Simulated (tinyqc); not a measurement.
The three schemes as the step is halved: finite-difference solution of the diffusion equation on a small grid. Computed by tinyqc, a small Python program. Command: `OMP_NUM_THREADS=1 python tinyqc.py 3000128 3000129 out.jsonl fdiff walk`. One thread of a shared host (Intel(R) Xeon(R) Processor @ 2.30GHz), about 0.01 s of CPU time with the checks.

dC/dt = D d2C/dx2 on nodes x_j = j dx, j = 0..8; the far end is sealed.

Inputs (values chosen for the exercise):
```
quantity           value              unit
diffusivity D        4.1            nm^2/s
grid spacing dx       50                nm
time step dt         220                 s
final time t_f      1760                 s
surface value C_s     21  % of a reference
```

Boundary at x = 0: fixed surface value. Scheme: explicit.

start values C_j, j = 0, 1, ... (% of a reference): 0  0  0  0  0  0  0  0  0

Method:
- The operator M acts as (M C)_j = C_(j-1) - 2 C_j + C_(j+1); at the sealed far end a mirror node gives 2 C_(N-2) - 2 C_(N-1); at j = 0, C_0 is held at C_s from the start (row of zeros).
- r = D dt/dx^2.
- The mode of M with eigenvalue mu has its amplitude multiplied per step by g = (1 + (1 - theta) r mu)/(1 - theta r mu), with theta = 0 explicit, 1 implicit, 1/2 Crank-Nicolson; the explicit scheme is stable for r up to 2/|mu_min|.
- With r = D dt/dx^2: (1 - theta r M) C(new) = (1 + (1 - theta) r M) C(old); theta = 0 explicit, 1 implicit, 1/2 Crank-Nicolson.
- Each run reaches t_f in n equal steps; errors are the largest difference from exp(M D t_f/dx^2) C(0). A dash marks unstable explicit runs.

largest stable r of the explicit scheme = 0.504850

Largest error at t_f (%):
```
steps n         r  explicit  implicit  Crank-Nicolson
4        0.721600         -   0.62886      5.3507e-02
8        0.360800   0.34850   0.32930      1.3923e-02
16       0.180400   0.17292   0.16801      3.5120e-03
32       0.090200   0.08599   0.08475      8.7995e-04
64       0.045100   0.04286   0.04255      2.2011e-04
128      0.022550   0.02139   0.02132      5.5035e-05
256      0.011275   0.01069   0.01067      1.3759e-05
```

What does the comparison show, and why?

From the last two rows, halving the step divides the error by 2.00 (explicit), 2.00 (implicit), 4.00 (Crank-Nicolson): a factor 2 marks first order in dt and 4 second order. The explicit scheme needs n of at least 6 to be stable; the other two are stable at any step.

Extremes, crossings and ranges named in words are read from the listed rows.
